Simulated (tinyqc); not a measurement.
Changing the field F: Haynes-Shockley experiment: drift, diffusion and decay of a minority-carrier pulse. Computed by tinyqc, a small Python program. Command: `OMP_NUM_THREADS=1 python tinyqc.py 3111663 3111664 out.jsonl haynes sweep`. One thread of a shared host (Intel(R) Xeon(R) Processor @ 2.30GHz), about 0.03 s of CPU time with the checks.

A thin sheet of excess carriers is made at x = 0, t = 0 in a long uniform bar; injection is low, so the pulse moves with the minority mobility.

Inputs (values chosen for the exercise, modelled on holes in n-type germanium in a lightly doped bar):
```
quantity                       value         unit
minority mobility mu            1800   cm^2/(V s)
lifetime tau                     100  microsecond
temperature T                    300            K
distance d to the collector     0.32           cm
injected sheet density N0    2.6e+09       1/cm^2
```

Constants: k_B = 8.617333262e-05 eV/K.

Method:
- D = mu k_B T/e, v = mu F.
- Transit time d/v, diffusion length sqrt(D tau), drift length v tau, Peclet number v d/D = e F d/(k_B T).
- dn(x, t) = N0/sqrt(4 pi D t) exp(-(x - v t)^2/(4 D t) - t/tau).
- At fixed x the signal peaks where d ln(dn)/dt = 0: a t^2 + t/2 - x^2/(4 D) = 0 with a = v^2/(4 D) + 1/tau.
- The full width at half maximum is found by solving dn(x, t) = peak/2 on both sides of the peak.
- With w the full width at half maximum: mu = d/(F t_p); D = (w d)^2/(16 ln2 t_p^3); Einstein ratio D/mu against k_B T/e.

One run for each value; columns: (1) field F (V/cm); (2) time of the peak t_p (microsecond); (3) width at half maximum (microsecond); (4) peak density (1/cm^3); (5) error of mu (%):
```
(1)     (2)     (3)         (4)      (5)
11   16.006  4.5742  2.2827e+10  0.97423
17   10.398  2.3898  2.9999e+10  0.57569
27    6.562  1.1964  3.9269e+10  0.33906
43    4.126  0.5959  5.0765e+10  0.20359
68    2.611  0.2998  6.4802e+10  0.12509
110   1.615  0.1458  8.3236e+10  0.07584
170   1.045  0.0759  1.0406e+11  0.04853
260   0.684  0.0401  1.2915e+11  0.03150
```

Over the rows, time of the peak t_p (microsecond) falls from 16.0 to 0.684 (exponent d ln y / d ln x about -1.00 throughout); width at half maximum (microsecond) falls from 4.57 to 0.0401 (exponent d ln y / d ln x about -1.5 throughout); peak density (1/cm^3) rises from 2.28e10 to 1.29e11 (exponent d ln y / d ln x 0.63 between the first rows and 0.51 between the last). The exponent of time of the peak t_p stays between -1.00 and -0.99, near -1: pure drift, t = d/(mu F). The exponent of width at half maximum stays between -1.50 and -1.49, near -1.5: sqrt(D t)/v with t = d/v.

Extremes, crossings and ranges named in words are read from the listed rows.
